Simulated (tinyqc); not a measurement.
Changing the growth rate: equilibrium and kinetic segregation of a solute to boundaries and growing surfaces. Computed by tinyqc, a small Python program. Command: `OMP_NUM_THREADS=1 python tinyqc.py 3007319 3007320 out.jsonl segreg sweep`. One thread of a shared host (Intel(R) Xeon(R) Processor @ 2.30GHz), about 0.01 s of CPU time with the checks.

Inputs (values chosen for the exercise): exchange barrier E_b = 1.81 eV; surface segregation energy E_s = 0.29 eV; growth temperature T_g = 620 K.

Constants: k_B = 8.617333262e-05 eV/K.

Method. Two-state exchange during growth, dilute: jump up r_u = nu exp(-E_b/(k_B T_g)), jump back r_d = r_u exp(-E_s/(k_B T_g)), nu = 1e13 1/s. In the time 1/R of one monolayer the share carried up is p = [r_u/(r_u + r_d)] [1 - exp(-(r_u + r_d)/R)]; the tail decays as p^n, length -1/ln p monolayers; the equilibrium limit has p = r_u/(r_u + r_d).

One run for each value:
```
growth rate (monolayers/s)  decay length (monolayers)  share carried up p  r_u (1/s)
6.40e-04                                   2.2817e+02             0.99563   0.019369
1.50e-03                                   2.2805e+02             0.99562   0.019369
3.50e-03                                   1.2127e+02             0.99179   0.019369
8.30e-03                                   9.4999e+00             0.90009   0.019369
1.90e-02                                   2.2251e+00             0.63800   0.019369
4.50e-02                                   9.5113e-01             0.34945   0.019369
1.10e-01                                   5.4826e-01             0.16139   0.019369
2.50e-01                                   3.8514e-01             0.07454   0.019369
5.80e-01                                   2.9273e-01             0.03284   0.019369
```

Describe and explain the trends.

Over the rows, decay length (monolayers) falls from 228 to 0.293 (exponent d ln y / d ln x -6.2e-4 between the first rows and -0.33 between the last); share carried up p falls from 0.996 to 0.0328; r_u (1/s) does not change. The length keeps its equilibrium value only while exp(-r_u/R) is small against r_d/r_u; most solute is buried before it can jump once R is well above r_u.
